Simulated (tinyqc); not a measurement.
Sensitivity of the reflectance: thin-film optics by transfer matrices.

Indices N = n + i k. Snell: N0 sin(theta) = N_j sin(theta_j), with Im(N_j cos theta_j) >= 0. Admittance y_j = N_j cos theta_j for s and N_j/cos theta_j for p. Phase delta_j = 2 pi N_j cos theta_j d_j/lambda. Layer matrix [[cos delta, -i sin delta/y], [-i y sin delta, cos delta]], multiplied from the top down to M. (B, C) = M (1, y_sub); r = (y0 B - C)/(y0 B + C), R = |r|^2, T = 4 Re y0 Re y_sub/|y0 B + C|^2, absorbed in the films 1 - R - T.

Values chosen for the exercise (indices near those of resist, SiO2 on polySi; not measured data): lam = 633 nm (vacuum wavelength); n0 = 1 (ambient index); n = (1.606, 1.474, 3.935) (n of resist, SiO2, substrate); k = (0, 0, 0.038) (k in the same order); d = (732, 57) nm (thicknesses, top first); theta = 75 degrees (angle of incidence).

R for both polarisations.

One parameter was then changed.

Results before and after:

| case | R_s | R_p | T_s |
|---|---|---|---|
| base | 0.7094 | 0.1346 | 0.2906 |
| changed | 0.5834 | 0.2363 | 0.4166 |

Which of these changes was made? (a) theta = 80 degrees; (b) k = (0, 0, 0.052); (c) lam = 638 nm; (d) n = (1.638, 1.474, 3.935); (e) d = (737, 57) nm.

Answer: (d) n = (1.638, 1.474, 3.935). Of the candidates, run in turn, only this one gives the changed row.

All candidates:

| case | R_s | R_p | T_s |
|---|---|---|---|
| base | 0.7094 | 0.1346 | 0.2906 |
| d = (737, 57) nm | 0.6896 | 0.1583 | 0.3104 |
| n = (1.638, 1.474, 3.935) | 0.5834 | 0.2363 | 0.4166 |
| k = (0, 0, 0.052) | 0.7092 | 0.1354 | 0.2908 |
| lam = 638 nm | 0.7292 | 0.1058 | 0.2708 |
| theta = 80 degrees | 0.8140 | 0.1672 | 0.1860 |

Computed by tinyqc, a small Python program: `OMP_NUM_THREADS=1 python tinyqc.py 1680110 1680111 out.jsonl` (the numbers bound the seed that draws the inputs); one thread of a shared host (Intel(R) Xeon(R) Processor @ 2.30GHz), about 0.01 s for the whole set of steps.
